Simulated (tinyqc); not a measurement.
Band-to-band tunnelling across a p-n junction in a two-band chain: one step. Hopping, field and tunnelling length. Five cases, with inputs chosen for the exercise.

Problem. Form t, V0, E, the field F = V0/((2N + 1) a/2) (1 V/angstrom = 100 MV/cm) and the length Eg/F over which E lies in the gap.

Sites alternate A at -Eg/2 and C at +Eg/2 with hopping -t; near the edges, with k counted from the zone boundary pi/a, E^2 = (Eg/2)^2 + (t a k)^2, so t = sqrt(c Eg/m)/a gives the mass m, c = hbar^2/2m0. In the gap cosh(q a) = 1 + (Eg^2/4 - e^2)/(2 t^2), e the energy from the local mid-gap. The potential is V0 = Eg + ov on the p side (left), 0 on the n side, and falls linearly over the 2N sites of the junction, V_j = V0 (1 - j/(2N + 1)), j = 1 to 2N, site 1 being A. E = Eg/2 + x ov. A half chain that ends on a site of level e1 with neighbour e2 has g = (1 + z)/(E - e1), z = exp(-/+ i k a) the root with Im g < 0, cos(k a) = (E - e1)(E - e2)/(2 t^2) - 1. S_L = t^2 g (ending on C, shifted by V0), S_R = t^2 g (starting on A). T = 4 Im(S_L) Im(S_R) |G_(1,2N)|^2.

Constants: hbar^2/2m0 = 3.80998211 eV angstrom^2.

Case 1.

Values chosen (gap and mass near those of InSb; the results hold for these values, not for the real material):
- Eg = 0.172 eV (gap)
- m = 0.0145 m0 (mass of electron and light hole)
- a = 4 angstrom (period (two sites))
- ov = 0.2 eV (overlap: top of the valence band on the p side above the conduction edge on the n side)
- N = 5 (periods in the small junction)
- x = 0.36 (energy above the n-side conduction edge, as a share of ov)

Case 2.

Values chosen (gap and mass near those of InGaAs; the results hold for these values, not for the real material):
- Eg = 0.759 eV (gap)
- m = 0.0449 m0 (mass of electron and light hole)
- a = 4 angstrom (period (two sites))
- ov = 0.2 eV (overlap: top of the valence band on the p side above the conduction edge on the n side)
- N = 5 (periods in the small junction)
- x = 0.41 (energy above the n-side conduction edge, as a share of ov)

Case 3.

Values chosen (gap and mass near those of Ge (direct gap); the results hold for these values, not for the real material):
- Eg = 0.779 eV (gap)
- m = 0.041 m0 (mass of electron and light hole)
- a = 5 angstrom (period (two sites))
- ov = 0.25 eV (overlap: top of the valence band on the p side above the conduction edge on the n side)
- N = 5 (periods in the small junction)
- x = 0.4 (energy above the n-side conduction edge, as a share of ov)

Case 4.

Values chosen (gap and mass near those of GaSb; the results hold for these values, not for the real material):
- Eg = 0.706 eV (gap)
- m = 0.0405 m0 (mass of electron and light hole)
- a = 6 angstrom (period (two sites))
- ov = 0.29 eV (overlap: top of the valence band on the p side above the conduction edge on the n side)
- N = 5 (periods in the small junction)
- x = 0.42 (energy above the n-side conduction edge, as a share of ov)

Case 5.

Values chosen (gap and mass near those of Ge (direct gap); the results hold for these values, not for the real material):
- Eg = 0.82 eV (gap)
- m = 0.0416 m0 (mass of electron and light hole)
- a = 6 angstrom (period (two sites))
- ov = 0.13 eV (overlap: top of the valence band on the p side above the conduction edge on the n side)
- N = 3 (periods in the small junction)
- x = 0.38 (energy above the n-side conduction edge, as a share of ov)

Give: t; V0; E; F; tunnelling length.

Solution.

Case 1.

t = 1.6807 eV
V0 = 0.3720 eV
E = 0.1580 eV
F = 1.691 MV/cm
tunnelling length = 10.17 angstrom

So short a junction keeps the matrix small; its field is of the size of the 1 to 3 MV/cm of tunnel diodes.

Case 2.

t = 2.0063 eV
V0 = 0.9590 eV
E = 0.4615 eV
F = 4.359 MV/cm
tunnelling length = 17.41 angstrom

So short a junction keeps the matrix small; its field is above the 1 to 3 MV/cm of tunnel diodes.

Case 3.

t = 1.7016 eV
V0 = 1.0290 eV
E = 0.4895 eV
F = 3.742 MV/cm
tunnelling length = 20.82 angstrom

So short a junction keeps the matrix small; its field is of the size of the 1 to 3 MV/cm of tunnel diodes.

Case 4.

t = 1.3583 eV
V0 = 0.9960 eV
E = 0.4748 eV
F = 3.018 MV/cm
tunnelling length = 23.39 angstrom

So short a junction keeps the matrix small; its field is of the size of the 1 to 3 MV/cm of tunnel diodes.

Case 5.

t = 1.4443 eV
V0 = 0.9500 eV
E = 0.4594 eV
F = 4.524 MV/cm
tunnelling length = 18.13 angstrom

So short a junction keeps the matrix small; its field is above the 1 to 3 MV/cm of tunnel diodes.

Computed by tinyqc, one run a case: `OMP_NUM_THREADS=1 python tinyqc.py N N+1 out.jsonl` with N = 1480510, 1480882, 1480985, 1481088, 1481179; one thread of a shared Intel(R) Xeon(R) Processor @ 2.30GHz, about 0.01 s a run at most.
